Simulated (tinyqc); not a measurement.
# Hydrogen passivation and dissociation of interface defects with a spread of activation energies, step by step

A worked calculation. Computed by tinyqc, a small Python program that keeps every step. Command: `OMP_NUM_THREADS=1 python tinyqc.py 3012905 3012906 out.jsonl passivation walk`. One thread of a shared host (Intel(R) Xeon(R) Processor @ 2.30GHz), about 0.01 s of CPU time with the checks. Intermediate numbers are printed to about 6 digits and carried at full precision; extremes and crossings named in words are read from the listed rows.

All defects start passivated and lose hydrogen by HP -> P + H; no hydrogen is supplied. Activation energies are normally distributed.

Inputs (values chosen for the exercise, for a model interface):
```
quantity                        value   unit
defect density N_0            2.8e+12  cm^-2
mean dissociation energy E_d      2.8     eV
spread s_d                       0.11     eV
prefactor k_d0                3.8e+13    1/s
anneal temperature T              660      K
anneal time t                     370      s
```

Ambient: vacuum.

Constants: k_B = 8.617333262e-05 eV/K.

## Sites at the mean energies

b = k_d0 exp(-E_d/k_B T); the active share of one kind of site is 1 - exp(-b t).

dissociation rate b = 1.58091e-08 1/s

active share, single energy = 5.84934e-06

## A five-point average

Gauss-Hermite nodes for a unit normal variable, z = 0, +/-1.355626, +/-2.856970 with weights 0.533333, 0.222076, 0.011257; the energy is E_d + s_d z.

Nodes:
```
z            weight  energy (eV)   rate (1/s)  active share
-2.856970  0.011257      2.48573  3.96877e-06   1.46737e-03
-1.355626  0.222076      2.65088  2.17562e-07   8.04945e-05
0.000000   0.533333      2.80000  1.58091e-08   5.84934e-06
1.355626   0.222076      2.94912  1.14876e-09   4.25042e-07
2.856970   0.011257      3.11427  6.29734e-11   2.33002e-08
```

active share, five points = 3.76083e-05

Caution: the spread exceeds 1.3 k_B T, so the integrand is step-like and five points are a rough average.

## Average over the spread

Full average: z from -5 to 5 in steps of 0.125 with normalised weights exp(-z^2/2), energy = mean + spread x z.

active share = 3.79057e-05

active defects = 1.06136e+08 cm^-2

The spread changes the active share from 5.85e-6 to 3.79e-5: the weakly bound tail dissociates first.

## Isochronal anneals

The formulas are those given above.

Same time, other temperatures:
```
T (K)      b (1/s)  active share, single energy  active share, spread
700    2.63433e-07                  9.74656e-05           5.10471e-04
750    5.81583e-06                  2.14954e-03           8.62065e-03
800    8.72087e-05                  3.17522e-02           8.37314e-02
850    9.50958e-04                  2.96618e-01           3.87631e-01
900    7.95195e-03                  9.47252e-01           8.09297e-01
950    5.31741e-02                  1.00000e+00           9.81076e-01
1000   2.94039e-01                  1.00000e+00           9.99520e-01
1050   1.38158e+00                  1.00000e+00           9.99997e-01
1100   5.63972e+00                  1.00000e+00           1.00000e+00
```

Hydrogen is lost over a window: solving the same formulas, the share goes from 10 to 90 % within 112 K with the spread and 70 K without, since weakly bound sites go early and strongly bound ones late; half is lost near 863 K, where k_B T ln(k_d0 t) is about E_d.

## Isothermal kinetics

Times are decades about 1/b of the mean site. The last column is the part of the change still to come; rows stop once it is below 1e-5.

Against time:
```
t (s)     active share, single energy  active share, spread  unreacted part
6.00e+04                  9.48095e-04              0.005706     9.94294e-01
6.00e+05                  9.44060e-03              0.043599     9.56401e-01
6.00e+06                  9.04947e-02              0.214844     7.85156e-01
6.00e+07                  6.12696e-01              0.580471     4.19529e-01
6.00e+08                  9.99924e-01              0.893099     1.06901e-01
6.00e+09                  1.00000e+00              0.989675     1.03249e-02
6.00e+10                  1.00000e+00              0.999671     3.28603e-04
```

A single energy finishes within about two decades of time. With the spread the unreacted part is 0.96 at 600000 s and still 0.11 at 6e8 s, where one energy leaves 7.6e-5: a width of s/k_B T = 1.93 in ln(rate) stretches the decay markedly. Times above 1e9 s (about 30 years) are only formal.

Checks made by the program: the average on a grid twice as fine (relative difference 1e-04).
